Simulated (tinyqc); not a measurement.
## Depth and level of a trap from the time ratio

Question. For an oxide trap tc/te = exp(E/Vt) with E = E0 - dpsi - (xt/tox)(Vg - VT - dpsi), dpsi being the rise of the surface potential above its value at threshold. Find xt and E0, and the depth that would be read if dpsi were ignored.

Inputs (values chosen for the exercise): temperature T = 350 K; insulator thickness tox = 1.5 nm.

Constants: q = 1.602176634e-19 C, kB = 1.380649e-23 J/K, Vt = kB T/q. Results are converted to the units shown.

Vg - VT (V): -0.04  0.11
tc/te: 3.7908783  0.14815438
dpsi (V): -0.024180703  0.041599686

Answer. E + dpsi is a straight line in the oxide voltage Vg - VT - dpsi with slope -xt/tox and intercept E0. Ignoring dpsi assigns the motion of the bands to the trap and overstates its depth.

xt = 0.570 nm
E0 = 0.0100 eV
depth read without dpsi = 0.978 nm

Program tinyqc, `OMP_NUM_THREADS=1 python tinyqc.py 2710069 2710070 out.jsonl`; Intel Xeon 2.30GHz, shared host, one thread, about 0.01 s.
